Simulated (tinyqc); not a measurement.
Conductivity against temperature: Debye-Callaway model of lattice thermal conductivity. Computed by tinyqc, a small Python program. Command: `OMP_NUM_THREADS=1 python tinyqc.py 3001226 3001227 out.jsonl callaway walk`. One thread of a shared host (Intel(R) Xeon(R) Processor @ 2.30GHz), about 0.01 s of CPU time with the checks.

Three acoustic branches with one velocity v, cut at omega_D = k_B Theta/hbar; x = hbar omega/(k_B T). v and Theta are separate inputs: Theta cuts off the heat-carrying modes, so C need not reach 3 k_B/V. gamma is an effective value that sets the umklapp rate.

Inputs (values chosen for the exercise, modelled on silicon):
```
quantity                                value        unit
sound velocity v                         6250         m/s
Debye temperature Theta                   647           K
volume per atom V                          20  angstrom^3
mean atomic mass M                      28.09           u
effective Grueneisen parameter gamma     2.23           -
umklapp exponent divisor b                2.5           -
vacancy fraction n_v                  3.3e-05           -
Casimir length L                           61  micrometre
normal-process factor f_N                 1.2           -
```

Sample: crystal. Point defects: vacancies. Normal processes: included.

Constants: k_B = 1.380649e-23 J/K; hbar = 1.054571817e-34 J s; u = 1.6605390666e-27 kg.

Method:
- A vacancy counts as a mass defect Delta M/M = -3 (the missing mass and twice its bonds), so Gamma = 9 n_v. A = V Gamma/(4 pi v^3).
- Rates: point defects A omega^4; umklapp B omega^2 T exp(-Theta/(b T)) with B = hbar gamma^2/(M v^2 Theta); normal processes f_N B omega^2 T (T/Theta)^2. Boundaries: v/L.
- kappa_1 = c int tau_C g dx, g = x^4 e^x/(e^x - 1)^2, c = (k_B/(2 pi^2 v)) (k_B T/hbar)^3, over 0 < x < min(Theta/T, 40), by 96 Gauss-Legendre points in s with x = x_max s^2; 1/tau_C = 1/tau_R + 1/tau_N; kappa_2 = c [int (tau_C/tau_N) g dx]^2 / int (tau_C/(tau_N tau_R)) g dx; kappa = kappa_1 + kappa_2.
- The boundary limit is C v^2/(3 x boundary rate), with C = 3 c int g dx / v^2.

Rayleigh coefficient A = 1.93614e-45 s^3

Kappa (W/(m K)):
```
T (K)  all processes  without point defects  boundary limit
6.5           17.238                 17.484          17.484
13            121.54                 139.88          139.88
23            451.08                 774.38          774.63
39            1012.1                 3279.5          3775.8
65            1126.7                 2550.8           16998
110           563.99                 811.02           61115
190           232.31                 273.67      1.3188e+05
320           99.437                 107.54      1.8191e+05
520           45.789                 47.832      2.0505e+05
840           22.129                 22.731      2.1485e+05
```

What follows from these numbers?

kappa peaks among these rows at 65 K (T/Theta = 0.100) with 1130 W/(m K). The exponent d ln kappa/d ln T is 2.82 at the cold end, the T^3 law of boundary scattering, and -1.52 at the hot end. The normal rate is taken to grow as T^3 at all T, which overstates it above Theta. Point defects cost most at 39 K, a factor 3.24.

Extremes, crossings and ranges named in words are read from the listed rows.
